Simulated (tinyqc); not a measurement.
Adsorption as a lattice gas: isotherms with interactions, competition, desorption peaks and saturation dose: one step, computed by the program tinyqc.

One adsorbate per site; a molecule needs 1 empty site. Gas and surface have the same temperature.

Problem. Dose to saturate, flat and in a hole. Without desorption or interaction, 99 % coverage needs the time (N_s/(s0 F)) ln 100. For a round hole of aspect ratio a in molecular flow with unit sticking (Gordon), the time is N_s/F x [1 + (19/4) a + (3/2) a^2]. The larger of the two times is a rough guide.

Inputs (values chosen for the exercise, for a model surface):

| quantity | value | unit |
|---|---|---|
| desorption energy E | 1.1 | eV |
| prefactor nu | 1.8e+14 | 1/s |
| site density N_s | 3.9 | 1/nm^2 |
| sticking coefficient s0 | 0.0073 | - |
| temperature T | 404 | K |
| aspect ratio a (depth over diameter) of a hole | 5 | - |

Adsorption: molecular (first order).

flux F = 311.5045 1/(nm^2 s)

Give: time on a flat surface; time for the hole.

Solution.

time on a flat surface = 7.898 s

time for the hole = 0.7794 s

The surface reaction is the slower step. Caution: with k_d = nu exp(-E/(k_B T)) of these inputs desorption is not negligible over the time on a flat surface, so without interaction 99 % coverage is not reached.
